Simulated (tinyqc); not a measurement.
Grain-boundary trapping model (Seto) of a polycrystalline semiconductor film: one step, computed by the program tinyqc. Command: `OMP_NUM_THREADS=1 python tinyqc.py 3021945 3021946 out.jsonl poly walk`. One thread of a shared host (Intel(R) Xeon(R) Processor @ 2.30GHz), about 0.01 s of CPU time with the checks.

Grains of equal size L are joined by thin boundaries with one trap level. Trapped carriers deplete a width W on each side and raise a barrier, crossed by thermionic emission. Dopants are fully ionised, statistics are non-degenerate and mu_g does not depend on T.

Problem. Activation energy. N_c(T) = N_c (T/300 K)^(3/2). Filled traps Q = Q_t/(1 + (1/2) exp((E_t* - E_F)/k_B T)), where E_t* = e V_B - E_t and E_F are counted from the band edge at the grain centre. Partial depletion: Q = 2 N W, V_B = e N W^2/(2 eps eps_0), E_F = k_B T ln(N/N_c); solve for W. If that W would exceed L/2 the grain is fully depleted: W = L/2, Q = N L, and E_F follows from the trap equation. Centre density n_0 = N_c exp(E_F/k_B T). Boundary: sigma_b = L e^2 n_0 exp(-e V_B/k_B T)/sqrt(2 pi m k_B T); rho = 1/sigma_b. Mean carrier density n_av = n_0 [(1 - 2W/L) + (2W/L) (sqrt(pi)/2) erf(y)/y], y = sqrt(e V_B/k_B T); effective mobility 1/(e n_av rho). E_a = d ln(rho)/d(1/k_B T) from T - 5 K and T + 5 K; temperature coefficient d ln(rho)/dT.

Inputs (values chosen for the exercise, modelled on polycrystalline silicon):
```
quantity,value,unit
permittivity eps,11.7,-
effective mass m,0.29,m_0
"effective density of states at 300 K, N_c",2.8e+19,1/cm^3
grain size L,100,nm
trap density Q_t,1.7e+12,1/cm^2
trap level E_t below the band edge,0.21,eV
doping N,6.4e+16,1/cm^3
temperature T,300,K
```

Grain interior: neglected.

Constants: k_B = 8.617333262e-05 eV/K; e = 1.602176634e-19 C; eps_0 = 8.8541878128e-12 F/m; m_0 = 9.1093837015e-31 kg; k_B = 1.380649e-23 J/K.

Give: activation energy E_a; temperature coefficient.

Solution.

activation energy E_a = 0.2082 eV

temperature coefficient = -2.685 %/K
